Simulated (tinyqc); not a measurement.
# Berg model of reactive sputtering of a nitride or oxide: poisoning, hysteresis and pumping speed, step by step

A worked calculation. Computed by tinyqc, a small Python program that keeps every step. Command: `OMP_NUM_THREADS=1 python tinyqc.py 3031183 3031184 out.jsonl berg walk`. One thread of a shared host (Intel(R) Xeon(R) Processor @ 2.30GHz), about 0.04 s of CPU time with the checks. Intermediate numbers are printed to about 5 digits and carried at full precision; extremes and crossings named in words are read from the listed rows.

A diatomic gas reacts with bare metal on the target and on the collecting surfaces; ions remove metal and compound from the target. theta_t and theta_c are the compound fractions.

Inputs (values chosen for the exercise, close to those used for silicon nitride): ion current density J = 7.1 mA/cm^2; target area A_t = 290 cm^2; collecting area A_c = 3400 cm^2; metal yield Y_m = 0.59; compound yield Y_c = 0.17; sticking coefficient alpha = 0.4; reactive atoms per metal atom z = 1.33; gas mass M = 28 u; pumping speed S = 1100 l/s; gas temperature T = 300 K; reactive partial pressure P = 0.023 Pa.

Constants: e = 1.602176634e-19 C; u = 1.6605390666e-27 kg; k_B = 1.380649e-23 J/K.

## Steady state at the pressure P

Ion flux j = J/e; gas flux F = P/sqrt(2 pi M k_B T). Target: (2/z) alpha F (1 - theta_t) = j Y_c theta_t. Sputtered flows F_c = j Y_c theta_t A_t, F_m = j Y_m (1 - theta_t) A_t. Collector: (2/z) alpha F (1 - theta_c) A_c + F_c (1 - theta_c) = F_m theta_c. Gas use Q = alpha F [(1 - theta_t) A_t + (1 - theta_c) A_c] + P S/(k_B T); 1 sccm = 4.4780e17 molecules/s. Rate R = F_m + F_c, given relative to j Y_m A_t.

ion flux j = 4.4315e+16 1/(cm^2 s)

gas flux F = 6.6120e+16 1/(cm^2 s)

theta_t = 0.84075

theta_c = 0.99127

gas use (sccm): target 2.728, collector 1.754, pump 13.641

total flow Q = 18.122 sccm

rate relative to clean metal = 0.40150

The target is poisoned. The film is 99.1 % compound.

## Critical pumping speed

P is a single-valued function of the flow Q only if dQ/dP > 0 everywhere: S must exceed k_B T times the steepest fall of the surface terms with P.

pressure of the steepest fall = 0.0060117 Pa

critical pumping speed = 319.92 l/s

S is 3.44 times the critical value: no hysteresis.

## Flow curve at three pumping speeds

The formulas are those given above.

Pressure as the free variable:
```
P (Pa)  theta_t  theta_c  relative rate  Q at S_c/4 (sccm)  Q at S_c (sccm)  Q at 2 S_c (sccm)
0.0003  0.06442  0.21165        0.95414             2.2868            2.326              2.377
0.0006  0.12105  0.36265        0.91383             3.7574            3.835              3.939
0.0012  0.21596  0.55872        0.84627             5.3757            5.531              5.738
0.0021  0.32525  0.71848        0.76847             6.3075            6.579              6.941
0.0036  0.45245  0.84217        0.67792             6.5838            7.050              7.670
0.0060  0.57934  0.91972        0.58759             6.3438            7.120              8.155
0.0096  0.68784  0.96076        0.51035             5.9349            7.177              8.833
0.0150  0.77493  0.98137        0.44836             5.6012            7.542             10.129
0.0240  0.84636  0.99192        0.39751             5.4746            8.579             12.719
0.0480  0.91679  0.99778        0.34737             5.9725           12.182             20.461
```

At S_c/4 the flow falls with pressure in 4 of the intervals: as the target poisons, less metal arrives to getter the gas. At 2 S_c it rises throughout. Coverages and rate depend on P alone, not on S. The collector converts before the target (theta_c = 0.84 at theta_t = 0.45), since the metal is spread over a larger area and no ions clean it. The rate tends to Y_c/Y_m = 0.288.

Checks made by the program: gas taken up by surfaces against gas bound in the growing film (relative difference below 1e-10).
